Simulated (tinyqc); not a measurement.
Worked calculation: lattice vibrations of a chain. Computed by tinyqc, a small Python program that keeps every step. Command: `OMP_NUM_THREADS=1 python tinyqc.py 27048 27049 out.jsonl` (the two numbers bound the seeds that draw the settings). One thread of a shared host (Intel(R) Xeon(R) Processor @ 2.60GHz), about 0.01 s of CPU time with the checks.

## Dynamical matrix at q = 0.36

A chain moving along its axis:
```
atom   mass (u)  spring to the next atom (eV/angstrom^2)
1     101.10000                                 12.40000
2      55.90000                                 19.10000
```

q is in units of 2 pi/a. A spring k from atom i to atom j, n cells on, adds k to Phi_ii and Phi_jj, -k exp(2 pi i q n) to Phi_ij and the conjugate to Phi_ji (for one atom a cell: 2k (1 - cos 2 pi q n)); D_ij = Phi_ij / sqrt(m_i m_j).

D(q) (eV/(angstrom^2 u)):
$$\begin{pmatrix}
0.31157 & -0.00300+0.19576i \\
-0.00300-0.19576i & 0.56351
\end{pmatrix}$$

## Frequencies

omega^2 are the eigenvalues; wavenumber = 521.4708 sqrt(eigenvalue) 1/cm.

eigenvalues: [0.20473, 0.67035]

wavenumbers (1/cm): [236.0, 427.0]

weights |e|^2 of the mass-weighted modes, order atom 1, atom 2:
$$\begin{pmatrix}
0.77054 & 0.22946 \\
0.22946 & 0.77054
\end{pmatrix}$$

## Dispersion and heat capacity

C/k_B per atom = mean over q = (j + 1/2)/80, j = 0..39 and all branches of y^2 e^y/(e^y - 1)^2, y = hc wavenumber / k_B T.

Wavenumbers (1/cm):
```
q         branch 1   branch 2
0.00000    0.00000  487.81331
0.06250   44.71471  485.75963
0.12500   88.82684  479.65781
0.18750  131.69008  469.70155
0.25000  172.53977  456.28045
0.31250  210.32405  440.14272
0.37500  243.27130  422.82490
0.43750  267.82731  407.71357
0.50000  277.52461  401.17566
```

Heat capacity:
```
T (K)  C/k_B per atom
20            0.06412
50            0.16600
100           0.35014
200           0.65909
300           0.81293
600           0.94590
1200          0.98593
```

zero-point energy per atom = 19.01740 meV
